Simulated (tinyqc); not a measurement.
Inside a calculation. Model: grain-boundary diffusion: Harrison regimes, Fisher and Le Claire analysis, Hart average. Computed by tinyqc, a small Python program that keeps every step. Command: `OMP_NUM_THREADS=1 python tinyqc.py 3027372 3027373 out.jsonl gbdiff walk`. One thread of a shared host (Intel(R) Xeon(R) Processor @ 2.30GHz), about 0.01 s of CPU time with the checks. Intermediate numbers are printed to about 6 digits and carried at full precision; extremes and crossings named in words are read from the listed rows.

A boundary is a slab of width delta with diffusivity D_b, normal to a surface held at constant concentration; it leaks into grains of diffusivity D.

Inputs (values chosen for the exercise, for a model polycrystal):
```
quantity,value,unit
melting point T_m,945,K
lattice prefactor D0,0.00012,m^2/s
lattice activation energy E,1.44,eV
boundary prefactor D0b,4.1e-06,m^2/s
boundary activation energy E_b,0.919,eV
boundary width delta,0.7,nm
segregation factor s,10,-
grain size d,17,um
temperature T,506,K
time t,720000,s
```

Constants: k_B = 8.617333262e-05 eV/K.

## Diffusivities

D = D0 exp(-E/(k_B T)), D_b = D0b exp(-E_b/(k_B T)). Triple product P = s delta D_b.

D = 5.45418e-19 m^2/s

D_b = 2.88078e-15 m^2/s

triple product P = 2.01655e-23 m^3/s

At T/T_m = 0.54 the boundary is 5300 times faster than the lattice.

## Regime

l = sqrt(D t); P = s delta D_b; alpha = s delta/(2 l); beta = P/(2 D l). Regime A if l > 3 d, C if alpha > 1, B if alpha < 0.1, l < d/4 and beta > 10, otherwise a transition.

lattice diffusion length l = 0.626659 um

alpha = 0.00558518

beta = 29.4998

Regime: B

Boundaries are isolated and lose material sideways, so only the product P can be measured.

## Effective diffusivity

Hart average for parallel slabs: f = delta/d, D_eff = (s f D_b + (1 - f) D)/(1 - f + s f); share of the boundaries = s f D_b/(s f D_b + (1 - f) D); depth sqrt(D_eff t).

boundary fraction f = 4.11765e-05

D_eff = 1.73096e-18 m^2/s

share of the boundaries = 0.685034

depth sqrt(D_eff t) = 1.11637 um

Caution: outside regime A (which needs sqrt(D t) above about 3 d) the Hart average and its depth are formal: they describe a profile only in regime A or at steady state.

## Penetration along an isolated boundary

Fisher: the mean concentration falls as exp(-y/y_F), y_F = sqrt(P) (pi t/(4 D))^(1/4), with the boundary equation P d2c/dy2 = 2 c sqrt(D/(pi t)). Le Claire (from the Whipple solution): ln c falls as -(y/y_L)^(6/5) with P = 1.322 sqrt(D/t) y_L^2.

Fisher depth y_F = 4.53135 um

Le Claire depth y_L = 4.18639 um

The tail reaches 6.68 lattice lengths l; y_L/l = sqrt(2 beta/1.322).

## Lattice against boundary over temperature

D_eff = (s f D_b + (1 - f) D)/(1 - f + s f), f = delta/d; share of the boundaries = s f D_b/(s f D_b + (1 - f) D).

Diffusivities (m^2/s):
```
T/T_m,T (K),D,D_b,D_eff,share,regime
0.3,283.5,3.02209e-30,1.88680e-22,7.76659e-26,0.999961,C
0.4,378.0,7.58623e-24,2.29081e-18,9.50510e-22,0.992022,C
0.5,472.5,5.24635e-20,6.46470e-16,3.18537e-19,0.835366,B
0.6,567.0,1.90434e-17,2.78134e-14,3.04839e-17,0.375554,transition
0.7,661.5,1.28303e-15,4.08495e-13,1.45064e-15,0.115909,transition
0.8,756.0,3.01720e-14,3.06469e-12,3.14210e-14,0.040147,A
0.9,850.5,3.51741e-13,1.46926e-11,3.57644e-13,0.016910,A
1.0,945.0,2.50911e-12,5.14833e-11,2.52927e-12,0.008378,A
```

The apparent activation energy of D_eff is 0.92 eV between the first rows and 1.43 eV between the last, against E_b = 0.919 and E = 1.44 eV. Among these rows boundaries carry most of the flux up to T/T_m = 0.5, the lattice above. Caution: the segregation factor is held fixed, although it falls with temperature. Caution: outside regime A, D_eff and the share of the boundaries hold only at steady state.
